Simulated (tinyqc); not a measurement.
Worked calculation: donor in an ellipsoidal valley (Kohn-Luttinger variational method). Computed by tinyqc, a small Python program that keeps every step. Command: `OMP_NUM_THREADS=1 python tinyqc.py 3000836 3000837 out.jsonl kohnlutt walk`. One thread of a shared host (Intel(R) Xeon(R) Processor @ 2.30GHz), about 0.04 s of CPU time with the checks. Intermediate numbers are printed to about 6 digits and carried at full precision; extremes and crossings named in words are read from the listed rows.

H = -(d^2/dx^2 + d^2/dy^2) - gamma d^2/dz^2 - 2/r in units built on m_t, with gamma = m_t/m_l and z along the valley axis. One valley; no valley-orbit or central-cell term.

Inputs (values chosen for the exercise, modelled on germanium):
```
quantity,value,unit
transverse mass m_t,0.0832,m_0
longitudinal mass m_l,1.64,m_0
dielectric constant eps,15.1,-
trial ratio b/a,0.75,-
observed depth chosen for 1s,14.3,meV
```

Constants: Ry = 13.605693123 eV; a_0 = 0.529177210903 angstrom; h x 1 THz = 4.135667696 meV.

## Effective units

Ry* = Ry m_t/eps^2, a* = a_0 eps/m_t, gamma = m_t/m_l.

Ry* = 4.96467 meV

a* = 96.0406 angstrom

gamma = 0.0507317

## Energy at a trial ratio

Trial function exp(-sqrt((x^2 + y^2)/a^2 + z^2/b^2)) with beta = b/a < 1: E = t/a^2 - u/a, t = (2 + gamma/beta^2)/3, u = 2 arcsin(sqrt(1 - beta^2))/sqrt(1 - beta^2); the best a is 2 t/u and E(beta) = -u^2/(4 t).

t = 0.696730

u = 2.18534

best a = 0.637639 a*

E(beta) = -1.71362 Ry*

## Minimum over the ratio

Golden-section search on beta from 0.05 to 0.999, 60 steps.

Search, first ten steps; c and d are the inner points:
```
step,low,high,c,E(c) (Ry*),d,E(d) (Ry*)
1,0.050000,0.999000,0.412486,-2.06450,0.636514,-1.84116
2,0.050000,0.636514,0.274029,-2.02742,0.412486,-2.06450
3,0.274029,0.636514,0.412486,-2.06450,0.498057,-1.99315
4,0.274029,0.498057,0.359600,-2.08420,0.412486,-2.06450
5,0.274029,0.412486,0.326914,-2.07950,0.359600,-2.08420
6,0.326914,0.412486,0.359600,-2.08420,0.379800,-2.07994
7,0.326914,0.379800,0.347115,-2.08430,0.359600,-2.08420
8,0.326914,0.359600,0.339399,-2.08324,0.347115,-2.08430
9,0.339399,0.359600,0.347115,-2.08430,0.351884,-2.08451
10,0.347115,0.359600,0.351884,-2.08451,0.354831,-2.08449
```

best beta = 0.352722

radius a of the 1s trial function = 59.5935 angstrom

radius b of the 1s trial function = 21.0199 angstrom

1s binding energy, trial function = 10.3489 meV

The envelope is flattened along the heavy axis; beta is close to gamma^(1/3) = 0.370.

## Levels from a Gaussian basis

Gaussian basis: g = P exp(-al (x^2 + y^2) - be z^2) with P = 1 (s-like), z (2p0) or x (2p+-); al = 0.004 x 2.6^k, k = 0..11, and be/al = 1, gamma^(-1/2) or 1/gamma (36 functions); 1/r = (2/sqrt(pi)) int exp(-t^2 r^2) dt by 48 Gauss-Legendre points after t = sqrt(al_i + al_j) tan(theta); overlap eigenvalues below 1e-10 are dropped.

1s binding energy, Gaussian basis = 10.4060 meV

2p0 binding energy = 5.05872 meV

2p+- binding energy = 1.82703 meV

The two-parameter trial function recovers 99.45 % of the 1s binding of the larger basis. 2p0, with its lobes along the heavy axis, is bound 2.77 times as strongly as 2p+-.

## Optical lines and the chemical shift

With an observed depth of 1s, the lines are 1s -> 2p0 = depth - E(2p0) and 1s -> 2p+- = depth - E(2p+-); the chemical shift is depth - E(1s, Gaussian basis); 1 meV = 1 THz/4.135667696.

line 1s -> 2p0 = 9.24128 meV

line 1s -> 2p+- = 12.4730 meV

chemical shift = 3.89395 meV

frequency of the line 1s -> 2p+- = 3.01595 THz

The spacing of the two lines, 3.232 meV, does not depend on the depth, so it is the same for every donor in this host.

## Which single mass stands for the valley

A hydrogenic level is Ry m/eps^2 for one mass m; errors are against the Gaussian basis.

1s binding energy:
```
rule,mass (m_0),binding (meV),error (%)
transverse mass,0.08320,4.9647,-52.291
conductivity mass 3/(2/m_t + 1/m_l),0.12171,7.2628,-30.206
density-of-states mass (m_t^2 m_l)^(1/3),0.22475,13.4111,28.878
longitudinal mass,1.64000,97.8612,840.427
trial function with a and b,-,10.3489,-0.549
mass that fits 1s,0.17439,10.4060,0.000
```

The conductivity mass, which is what a spherical trial function (a = b) gives, falls short by 30.2 %, as a restricted variational bound must; the density-of-states mass is off by +28.9 %. The mass that fits lies between the two.

## Levels against anisotropy

The trial energy is minimised over beta by golden section from 0.05 to 0.999, 60 steps.

Binding energies (Ry*):
```
gamma,"1s, trial","1s, Gaussians",2p0,2p+-
0.013,2.52888,2.55706,1.52469,0.398078
0.025,2.32530,2.34496,1.27795,0.385364
0.051,2.08266,2.09411,1.01708,0.367862
0.076,1.93944,1.94726,0.87988,0.356266
0.140,1.71347,1.71727,0.68738,0.335882
0.370,1.35079,1.35145,0.43486,0.296955
0.740,1.10242,1.10244,0.29833,0.264832
```

As gamma falls from 0.74 to 0.013, 1s deepens from 1.102 to 2.557 Ry*, on the way from the hydrogen value 1 to the two-dimensional limit 4; 2p+- moves from 0.265 to 0.398 (limits 1/4 and 4/9), while 2p0 climbs from 0.298 to 1.525 and joins 1s as gamma tends to 0.

Checks made by the program: the Gaussian basis at gamma = 1 against 1, 1/4 and 1/4 Ry* (relative difference 3e-05); trial function against Gaussian basis (relative difference 5e-03).
